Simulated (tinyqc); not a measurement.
# Hexagonal on-chip spiral inductor, lumped pi model: effects of single changes

Outer diameter do = di + 2 n wd + 2 (n - 1) sp, mean da = (do + di)/2, fill p = (do - di)/(do + di), length l = 3.464 n da. L = 2.33 mu0 n^2 da/(1 + 3.82 p), mu0 = 4 pi 1e-7 H/m. Rs = rho l/(wd delta (1 - exp(-th/delta))), delta = sqrt(rho/(pi f mu0)). Cs = n wd^2 eps0 eo/hu across the coil. At each end Cox = l wd eps0 eo/(2 ho) leads to the substrate branch Rsi = 2 rs he/(l wd) in parallel with Csi = l wd eps0 11.7/(2 he). With one end grounded Y = 1/(Rs + i w L) + i w Cs + 1/[1/(i w Cox) + 1/(1/Rsi + i w Csi)], w = 2 pi f; Q = -Im Y/Re Y. Eddy currents in neighbouring turns and in the substrate are left out.

Parameters, values chosen for the exercise; values of the order met in silicon radio-frequency processes:
```
symbol  value     unit                                     meaning
n         3.5                                      number of turns
wd          4       um                                  line width
sp          2       um                         space between turns
di        140       um                              inner diameter
th        3.4       um                             metal thickness
rho       1.9  uohm cm                           metal resistivity
ho        7.3       um                        oxide below the coil
hu        1.3       um            oxide between coil and underpass
eo        4.1                   relative permittivity of the oxide
rs       1000   ohm cm                       substrate resistivity
he         50       um  effective spreading depth in the substrate
f         2.6      GHz                                   frequency
```

Constants: eps0 = 8.8541878128e-12 F/m. Results are converted to the units shown.

Each table varies one quantity; the others keep the values above.

## Quality factor against frequency

Apparent inductance Im(1/Y)/w; share of the loss Re(substrate branch)/Re Y.

Quality factor against frequency:

| f (GHz) | Rs (ohm) | w L/Rs | Q | apparent inductance (nH) | loss in the substrate (%) |
|---|---|---|---|---|---|
| 0.5 | 4.433 | 2.775 | 2.774 | 3.916 | 0.01470 |
| 0.82 | 5.011 | 4.026 | 4.021 | 3.918 | 0.03302 |
| 1.3 | 5.739 | 5.572 | 5.558 | 3.923 | 0.07055 |
| 2.2 | 6.882 | 7.865 | 7.809 | 3.936 | 0.1659 |
| 3.6 | 8.361 | 10.59 | 10.40 | 3.972 | 0.3623 |
| 5.8 | 10.30 | 13.86 | 13.23 | 4.067 | 0.7578 |
| 9.5 | 12.97 | 18.01 | 15.94 | 4.351 | 1.597 |
| 16 | 16.73 | 23.53 | 16.23 | 5.470 | 3.442 |
| 25 | 20.88 | 29.46 | 8.354 | 12.74 | 6.516 |

Read the table: what changes, and by how much?

Q goes from 2.77 through a maximum of 16.2 (at f = 16 GHz among the rows listed) to 8.35; the exact peak is 16.7 at 13.1 GHz and Q reaches zero at the self-resonance, 30.0 GHz. The share of the substrate rises from 0.0147 to 6.52 %, and the apparent inductance ends at 3.25 times L. At the peak the substrate takes 2.57 % of the loss. For f = 16, 25 the coil is longer than 0.15 of a wavelength in the oxide, where one lumped section is rough.

## Effect of the number of turns

Same model as above.

Peak Q and its frequency from a search over f; self-resonance where Im Y = 0; Q at the given f (negative beyond resonance).

Results:

| n | L (nH) | do (um) | peak Q | f of the peak (GHz) | self-resonance (GHz) | Q at f |
|---|---|---|---|---|---|---|
| 1.5 | 0.8194 | 154.0 | 16.78 | 45.70 | 103.1 | 4.604 |
| 2.5 | 2.114 | 166.0 | 17.03 | 21.52 | 48.97 | 6.827 |
| 4.5 | 6.197 | 190.0 | 16.23 | 9.007 | 20.70 | 10.13 |
| 5.5 | 8.949 | 202.0 | 15.62 | 6.670 | 15.36 | 11.33 |
| 6.5 | 12.17 | 214.0 | 14.97 | 5.180 | 11.95 | 12.24 |
| 8.5 | 20.09 | 238.0 | 13.66 | 3.421 | 7.920 | 13.09 |

Estimate the missing row, n = 3.5.

Computed row:

| n | L (nH) | do (um) | peak Q | f of the peak (GHz) | self-resonance (GHz) | Q at f |
|---|---|---|---|---|---|---|
| 3.5 | 3.916 | 178.0 | 16.74 | 13.08 | 29.96 | 8.638 |

With this row back in the table: As n goes from 1.5 to 8.5, L rises from 0.819 to 20.1 nH, the peak Q goes from 16.8 through a maximum of 17.0 (at n = 2.5 among the rows listed) to 13.7, its frequency falls from 45.7 to 3.42 GHz and the self-resonance falls from 103 to 7.92 GHz.

Numbers from tinyqc (`OMP_NUM_THREADS=1 python tinyqc.py 2302174 2302175 out.jsonl`; about 0.01 s on one thread of a shared Intel Xeon 2.30GHz).
